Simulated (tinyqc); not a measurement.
Inside a calculation (part 2 of 2). Method: CCSD on RHF in the sto-6g basis, for BeH2, spin multiplicity 1. Computed by tinyqc, a small Python program that keeps every step (integrals from PySCF). Command: `OMP_NUM_THREADS=1 python tinyqc.py 22933 22934 out.jsonl` (the two numbers bound the seeds that draw the settings). One thread of a shared host (Intel(R) Xeon(R) Processor @ 2.60GHz), about 0.4 s of CPU time with the checks.

Geometry (angstrom):
```
atom        x         y        z
Be    0.00000   0.00000  0.00000
H     0.00000   1.32100  0.00000
H     0.00000  -1.32100  0.00000
```

## CCSD: convergence

E_corr = 1/4 sum <ij||ab> t_ij^ab + 1/2 sum <ij||ab> t_i^a t_j^b; stop when the norm of the change is below 1e-8.

Course of the amplitude iterations:
```
update  correlation energy (hartree)  norm of the change
0                         -0.0231597                   -
1                         -0.0304493            7.09e-02
2                         -0.0329368            2.70e-02
3                         -0.0344123            1.15e-02
4                         -0.0343983            2.16e-03
5                         -0.0344019            3.65e-04
6                         -0.0344013            2.80e-05
7                         -0.0344012            9.84e-06
8                         -0.0344013            2.25e-06
9                         -0.0344014            4.08e-07
10                        -0.0344014            5.83e-08
11                        -0.0344014            2.18e-08
12                        -0.0344014            6.66e-09
```

Converged amplitudes (spin orbitals 1a, 1b, ...; amplitudes related by a flip of all spins are not repeated; the 24 largest):
```
from      to         t
3a 3b  6a 6b  -0.07714
2a 2b  6a 6b  -0.05921
2a 2b  5a 5b  -0.05369
2a 2b  4a 4b  -0.05369
2a 3b  6a 7b  -0.04915
2a 3b  6b 7a   0.04285
3a 3b  7a 7b  -0.04111
2a 2b  7a 7b  -0.02874
2a        6a   0.01060
2a 3a  6a 7a  -0.00630
3a        7a  -0.00322
1a 2b  5a 5b  -0.00306
1a 2b  4a 4b  -0.00306
1a 1b  6a 6b  -0.00216
1a 1b  7a 7b  -0.00183
3a 3b  4a 4b  -0.00180
3a 3b  5a 5b  -0.00180
1a 1b  5a 5b  -0.00153
1a 1b  4a 4b  -0.00153
1a 2b  7a 7b  -0.00126
1a 2b  6a 6b   0.00093
1a 3b  6a 7b   0.00047
1a 3b  6b 7a  -0.00040
1a        6a   0.00037
```

CCSD total energy = -15.7593144 hartree

T1 diagnostic, norm of the one-spin t1 over sqrt(correlated electrons) = 0.00453

Converged in 12 updates, with DIIS from the third.
